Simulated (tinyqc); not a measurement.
What moves the plasmon: plasmons of a degenerate electron gas in the random-phase approximation.

Zero temperature, parabolic band: kF = (3 pi^2 n)^(1/3), EF = c kF^2/m, Ep^2 = 8 pi c e2 n/(m eb), qTF^2 = 6 pi e2 n/(eb EF), c = hbar^2/2m0, e2 = e^2/(4 pi eps0), n in 1/angstrom^3 (1e-24 per 1/cm^3).

Lindhard function: eps(q, E)/eb = 1 + (qTF/q)^2 (f1 + i f2) with z = q/(2 kF), u = E/(hbar vF q), hbar vF = 2 c kF/m; f1 = 1/2 + [h(z - u) + h(z + u)]/(8 z), h(x) = (1 - x^2) ln|(x + 1)/(x - 1)|; f2 = pi u/2 for z + u < 1, (pi/(8 z))(1 - (z - u)^2) for |z - u| < 1 < z + u, else 0. Pairs exist for c (q^2 - 2 q kF)/m < E < c (q^2 + 2 q kF)/m.

Constants: hbar^2/2m0 = 3.80998211 eV angstrom^2; e^2/(4 pi eps0) = 14.39964547 eV angstrom.

Inputs chosen for the exercise (a free-electron density near that of Li; the results hold for these values, not for the real material):
- n = 4.61e+22 1/cm^3 (electron density)
- m = 1 m0 (mass)
- eb = 1 (background dielectric constant)
- qp = 0.868 1/angstrom (wave vector of the plasmon)

The plasmon is taken at qp. Each row changes one parameter from the base and keeps the others.

Results:
```
case                   Ep (eV)  plasmon at qp (eV)  qc (1/angstrom)
base                     7.973               10.72           0.9727
n = 5.53e+22 1/cm^3      8.732               11.45            1.010
m = 1.15 m0              7.435               9.629            1.025
eb = 1.1                 7.602               10.51           0.9386
qp = 0.608 1/angstrom    7.973               9.104           0.9727
```

The largest shifts from the base row, up to three for each result and ties (the steps differ in size, so this ranks the rows, not the parameters). Ep (eV): n +0.759, m -0.538, eb -0.371; unchanged at the printed digits by qp. plasmon at qp (eV): qp -1.61, m -1.09, n +0.739. qc (1/angstrom): m +0.0521, n +0.0376, eb -0.0341; unchanged at the printed digits by qp.

tinyqc: `OMP_NUM_THREADS=1 python tinyqc.py 1680251 1680252 out.jsonl`; about 0.01 s, one thread, shared Intel(R) Xeon(R) Processor @ 2.30GHz.
